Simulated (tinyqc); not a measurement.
Worked calculation: Keating valence-force model of a tetrahedral crystal. Computed by tinyqc, a small Python program that keeps every step. Command: `OMP_NUM_THREADS=1 python tinyqc.py 3026229 3026230 out.jsonl keating walk`. One thread of a shared host (Intel(R) Xeon(R) Processor @ 2.30GHz), about 0.03 s of CPU time with the checks. Intermediate numbers are printed to about 5 digits and carried at full precision; extremes and crossings named in words are read from the listed rows.

Atom A sits at 0 and atom B at a/4 (1,1,1) of an fcc lattice; the four bonds from A are t = a/4 (1,1,1), a/4 (1,-1,-1), a/4 (-1,1,-1), a/4 (-1,-1,1), of length d = sqrt(3) a/4. Energy: E = (3 alpha/(8 d^2)) sum over bonds (r.r - d^2)^2 + (3 beta/(8 d^2)) sum over pairs of bonds at one atom (r_i.r_j + d^2/3)^2, with beta_A for the six pairs at A and beta_B for the six at B. The cell holds two atoms, Omega = a^3/4. 1 N/m = 1 J/m^2. With constants fitted to the elastic moduli this model puts optical and zone-boundary frequencies of real crystals too high, by up to about 20 % in elemental crystals and up to about 50 % in compounds, and mostly by more for TA modes; in compounds the lattice part of the static dielectric constant then comes out too low.

Inputs (values chosen for the exercise, modelled on gallium phosphide):

| quantity | value | unit |
|---|---|---|
| lattice constant a | 5.451 | angstrom |
| mass M_A | 69.72 | u |
| mass M_B | 30.97 | u |
| bond stretching alpha | 45.5 | N/m |
| bond bending beta_A | 10.9 | N/m |
| bond bending beta_B | 9.1 | N/m |
| Born charge Z* | 2.09 | e |
| eps_inf | 8.93 | - |
| mesh divisions n | 4 | - |
| temperature T | 900 | K |

Structure: zinc blende.

wave vector q (2 pi/a): 0.5  0.3  0

Constants: 1 eV/angstrom^2 = 16.02176634 J/m^2; nu for 1 eV/(angstrom^2 u) = 15.6333042 THz; 1 THz = 33.35640952 1/cm; e^2/(4 pi eps_0) = 14.39964548 eV angstrom; u = 1.6605390666e-27 kg; h x 1 THz = 4.135667696 meV; k_B = 8.617333262e-05 eV/K.

## Dynamical matrix at q

With displacements u exp(i q.r), each bracket changes by g.u, where g = (g_A, g_B): bond t, g = (-2 t, 2 t exp(i q.t)); pair (i, j) at A, g = (-(t_i + t_j), t_i exp(i q.t_j) + t_j exp(i q.t_i)); pair at B, g = (-t_i exp(-i q.t_j) - t_j exp(-i q.t_i), t_i + t_j). Then D_mn = sum over the 4 bonds and 12 pairs of (4 k/a^2) conj(g_m) g_n / sqrt(M_m M_n), with k = alpha or beta converted to eV/angstrom^2. Only the short-range forces enter; the Coulomb field of the charges is left out.

D(q) (eV/(angstrom^2 u)):
```
                  A x               A y               A z               B x
A x           0.21167           0.00659  0.00000+0.00659i          -0.18787
A y           0.00659           0.20210  0.00000+0.00336i           0.06123
A z  0.00000-0.00659i  0.00000-0.00336i           0.20210  0.00000-0.06123i
B x          -0.18787           0.06123  0.00000+0.06123i           0.48228
B y           0.06123          -0.18787  0.00000+0.12017i           0.01777
B z  0.00000+0.06123i  0.00000+0.12017i          -0.18787  0.00000+0.01777i

                  B y               B z
A x           0.06123  0.00000-0.06123i
A y          -0.18787  0.00000-0.12017i
A z  0.00000-0.12017i          -0.18787
B x           0.01777  0.00000-0.01777i
B y           0.45646  0.00000-0.00906i
B z  0.00000+0.00906i           0.45646
```

## Frequencies at q

Diagonalise the Hermitian matrix D. An eigenvalue lambda of D in eV/(angstrom^2 u) gives nu = 15.6333042 THz x sqrt(lambda). The weight on A is the sum of |e|^2 over the three components of atom A.

frequencies (THz): 3.158  4.054  5.553  11.622  12.158  12.304

weights on atom A: 0.72025  0.74261  0.80553  0.21274  0.27787  0.24100

The top mode has 24 % of its weight on A, the heavier atom.

## Elastic constants and internal strain

beta = (beta_A + beta_B)/2; C11 = (alpha + 3 beta)/a, C12 = (alpha - beta)/a, C44 = 4 alpha beta/(a (alpha + beta)); with the two sublattices clamped C44(0) = (alpha + beta)/a; internal-strain parameter zeta = (alpha - beta)/(alpha + beta); B = (C11 + 2 C12)/3.

C11 = 138.51 GPa

C12 = 65.126 GPa

C44 = 60.159 GPa

clamped C44(0) = 101.82 GPa

internal-strain parameter zeta = 0.63964

bulk modulus B = 89.586 GPa

Letting the sublattices shift lowers C44 by 41 %, which is zeta^2. A shear is shared between bond lengths and angles. The model fixes 2 C44 (C11 + C12)/((C11 - C12)(C11 + 3 C12)) = 1.000 whatever alpha and beta are.

## Optical mode at the zone centre

beta = (beta_A + beta_B)/2; mu = M_A M_B/(M_A + M_B); lambda = 4 (alpha + beta)/mu with the springs in eV/angstrom^2; nu = 15.6333042 THz x sqrt(lambda).

reduced mass mu = 21.444 u

nu_TO at G = 12.567 THz

the same as a wavenumber = 419.17 1/cm

## LO-TO splitting

The long-range field adds 4 pi Z*^2 (e^2/(4 pi eps_0))/(eps_inf Omega mu) to lambda for the longitudinal mode at q -> 0; lambda = (nu/15.6333042 THz)^2; eps_0 = eps_inf (nu_LO/nu_TO)^2 (Lyddane-Sachs-Teller; here eps_0 is the static dielectric constant).

nu_LO at G = 13.521 THz

static dielectric constant = 10.339

The splitting is 7.6 % of nu_TO, and the lattice adds 1.41 to the dielectric constant.

## Frequencies at the zone boundary

The formulas are those given above.

Frequencies (THz) at points given in 2 pi/a:

| point | nu 1 | nu 2 | nu 3 | nu 4 | nu 5 | nu 6 |
|---|---|---|---|---|---|---|
| X (1, 0, 0) | 4.8285 | 4.8285 | 7.5191 | 11.438 | 11.602 | 11.602 |
| L (0.5, 0.5, 0.5) | 3.4538 | 3.4538 | 7.2879 | 11.264 | 12.083 | 12.083 |
| W (1, 0.5, 0) | 5.2473 | 5.4191 | 6.9694 | 10.457 | 11.684 | 12.323 |
| K (0.75, 0.75, 0) | 4.4782 | 5.7206 | 7.0639 | 10.601 | 11.742 | 12.233 |

At X the two longitudinal modes are split (7.52 and 11.44 THz) because each moves one sublattice alone.

## Lowest frequency at X

Take the lowest frequency at X = (1, 0, 0) 2 pi/a, the transverse acoustic (TA) mode.

TA frequency at X = 4.8285 THz

## Transverse acoustic branch against its sound line

The sound line is nu = v q/(2 pi) with v = sqrt(C44/rho), rho = (M_A + M_B)/Omega; the clamped line uses C44(0).

Frequencies (THz) along G-X:

| q (2 pi/a) | lowest branch | sound line, relaxed C44 | sound line, clamped C44(0) | third-lowest frequency | highest frequency |
|---|---|---|---|---|---|
| 0.05 | 0.3499 | 0.3501 | 0.4555 | 0.5309 | 12.563 |
| 0.15 | 1.0443 | 1.0503 | 1.3664 | 1.5846 | 12.530 |
| 0.30 | 2.0513 | 2.1007 | 2.7329 | 3.1143 | 12.421 |
| 0.45 | 2.9801 | 3.1510 | 4.0993 | 4.5330 | 12.239 |
| 0.60 | 3.7818 | 4.2014 | 5.4658 | 5.7790 | 11.991 |
| 0.75 | 4.3963 | 5.2517 | 6.8322 | 6.7722 | 11.772 |
| 0.90 | 4.7569 | 6.3021 | 8.1986 | 7.3908 | 11.631 |
| 1.00 | 4.8285 | 7.0023 | 9.1096 | 7.5191 | 11.602 |

At small q the branch follows the relaxed line (0.999 of it, against 0.768 of the clamped one): in a long shear wave the sublattices shift against each other. At X it reaches 69 % of the relaxed line. Real tetrahedral semiconductors have flatter TA branches than a Keating model fitted to their elastic constants, which needs longer-ranged terms to mend.

## Thermal sums on a mesh

Mesh: q = sum_i (m_i + 1/2)/n b_i, m_i = 0..n-1, with b = [[-1, 1, 1], [1, -1, 1], [1, 1, -1]] in 2 pi/a; sums over the six modes are averaged over the n^3 points and halved, per atom. With x = h nu/(k_B T) and n = 1/(exp(x) - 1) for each mode: F = k_B T [x/2 + ln(1 - exp(-x))], U = k_B T x (n + 1/2), S/k_B = x n - ln(1 - exp(-x)), C/k_B = x^2 n (n + 1). The acoustic share counts the three lowest modes at each q; zero-point energy = sum h nu/2.

free energy F = -216.31 meV/atom

entropy S = 5.8475 k_B/atom

heat capacity C = 2.9423 k_B/atom

acoustic share of C = 0.50678

zero-point energy = 51.565 meV/atom

C is 98 % of the classical value; acoustic and optical modes carry nearly equal shares.

Checks made by the program: slopes of the acoustic branches along [110] against C11, C12 and the relaxed C44 (relative difference 1e-06); zone-centre optical mode against D(q = 0) (relative difference below 1e-10); longitudinal modes at X against the diagonal of D (relative difference below 1e-10).
